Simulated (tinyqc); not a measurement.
From results back to parameters: propagation of a band-gap error through k.p and effective-mass formulas. Three cases, with inputs chosen for the exercise.

Problem. A calculation returned the electron mass below. With 1/me = 1 + Ep (E + 2 Dso/3)/(E (E + Dso)) and the given Ep and Dso, which gap E did it have, and by what factor is exp(-E/2kT) off against the gap Eg?

Constants: kB = 8.617333262e-05 eV/K.

Case 1.

Values chosen (reference values near those of CdTe, gap at low temperature; shifted at random, so the results belong to these values and not to a real crystal): Eg = 1.604 eV (gap at Gamma to the s-like level); Dso = 0.927 eV (spin-orbit splitting); Ep = 18.5 eV (Kane energy); T = 77 K (temperature).

me = 0.0543707 m0

Case 2.

Values chosen (reference values near those of GaSb, gap at low temperature; shifted at random, so the results belong to these values and not to a real crystal): Eg = 0.799 eV (gap at Gamma to the s-like level); Dso = 0.75 eV (spin-orbit splitting); Ep = 27.4 eV (Kane energy); T = 300 K (temperature).

me = 0.0300574 m0

Case 3.

Values chosen (reference values near those of InAs, gap at low temperature; shifted at random, so the results belong to these values and not to a real crystal): Eg = 0.409 eV (gap at Gamma to the s-like level); Dso = 0.395 eV (spin-orbit splitting); Ep = 21.8 eV (Kane energy); T = 300 K (temperature).

me = 0.0133429 m0

Find: X = 1/me - 1; E; log10 of the factor.
Solution. X E^2 + (X Dso - Ep) E - (2/3) Ep Dso = 0 has one positive root; the factor is exp((Eg - E)/2kT).

Case 1.

X = 1/me - 1 = 17.392
E = 0.882 eV
log10 of the factor = 23.63

Case 2.

X = 1/me - 1 = 32.270
E = 0.703 eV
log10 of the factor = 0.81

Case 3.

X = 1/me - 1 = 73.946
E = 0.233 eV
log10 of the factor = 1.48

Computed by tinyqc, one run a case: `OMP_NUM_THREADS=1 python tinyqc.py N N+1 out.jsonl` with N = 1880096, 1880101, 1880116; one thread of a shared Intel(R) Xeon(R) Processor @ 2.30GHz, about 0.01 s a run at most.
